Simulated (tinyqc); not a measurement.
## Band offsets from two capacitances

Question. A p-n heterojunction (1: p-type, 2: n-type) in the depletion approximation obeys 1/C^2 = 2 (er1 N1 + er2 N2)(Vbi - V)/(q eps0 er1 er2 N1 N2), with Vbi = dEc + Eg1 - Vt ln(Nc2 Nv1/(N1 N2)), dEc = Ec2 - Ec1 and dEv = Eg2 - Eg1 - dEc. Find N2, Vbi, dEc and dEv.

Values chosen for this exercise; band and dielectric values those of a made-up pair: temperature T = 300 K; band gap of material 1 Eg1 = 3.97 eV; relative permittivity of material 1 er1 = 9.8; valence-band density of states of material 1 Nv1 = 3.93e19 cm^-3; band gap of material 2 Eg2 = 4.22 eV; relative permittivity of material 2 er2 = 10.1; conduction-band density of states of material 2 Nc2 = 2.63e18 cm^-3; acceptor density of material 1 N1 = 1.4e17 cm^-3.

Constants: q = 1.602176634e-19 C, kB = 1.380649e-23 J/K, Vt = kB T/q, eps0 = 8.8541878128e-14 F/cm where lengths are in cm. Results are converted to the units shown.

C at V = -0.5 and -4.8 V (nF/cm^2): [31.622948, 22.691893]

Answer. The slope of 1/C^2 against -V is (2/(q eps0)) (1/(er2 N2) + 1/(er1 N1)), which gives N2; the intercept is Vbi, and the offsets follow.

N2 = 1.20e17 cm^-3
Vbi = 4.06 V
dEc = 0.320 eV
dEv = -0.0700 eV

Numbers from tinyqc (`OMP_NUM_THREADS=1 python tinyqc.py 2040167 2040168 out.jsonl`; about 0.04 s on one thread of a shared Intel Xeon 2.30GHz).
